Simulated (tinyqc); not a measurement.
Millisecond and nanosecond annealing: surface heating, thermal budget and solid-phase regrowth: one step, computed by the program tinyqc. Command: `OMP_NUM_THREADS=1 python tinyqc.py 3023403 3023404 out.jsonl flash walk`. One thread of a shared host (Intel(R) Xeon(R) Processor @ 2.30GHz), about 0.02 s of CPU time with the checks.

A square pulse heats the surface of a thick wafer with constant thermal properties; losses by radiation are neglected and silicon melts at 1414 C.

Question. Peak temperature. Absorbed flux q = (1 - R) fluence/t_p; kappa = k/c. With f(z, t) = (2 q/k) sqrt(kappa t) ierfc(z/(2 sqrt(kappa t))), ierfc(x) = exp(-x^2)/sqrt(pi) - x erfc(x): T = T0 + f(z, t) during the pulse and T0 + f(z, t) - f(z, t - t_p) after it. At the surface the rise at the end of the pulse is 2 q sqrt(t_p/(pi k c)); the fluence that just melts the surface scales with (1414 - T0).

Inputs (values chosen for the exercise, modelled on hot silicon with arsenic):
```
quantity,value,unit
incident fluence,0.648,J/cm^2
pulse length t_p,1.7e-07,s
reflectance R,0.42,-
thermal conductivity k,0.29,W/(cm K)
heat capacity per volume c,2.32,J/(cm^3 K)
preheat temperature T0,25,C
```

Source: pulsed laser.

Give: absorbed flux q; kappa; thermal length sqrt(kappa t_p); peak temperature; fluence at the melting threshold.

Answer.

absorbed flux q = 2.211e+06 W/cm^2

kappa = 0.125 cm^2/s

thermal length sqrt(kappa t_p) = 1.458 um

peak temperature = 1279 C

fluence at the melting threshold = 0.7178 J/cm^2

Caution: cold silicon conducts heat several times better than the constant k used here, so the real melting fluence is higher.
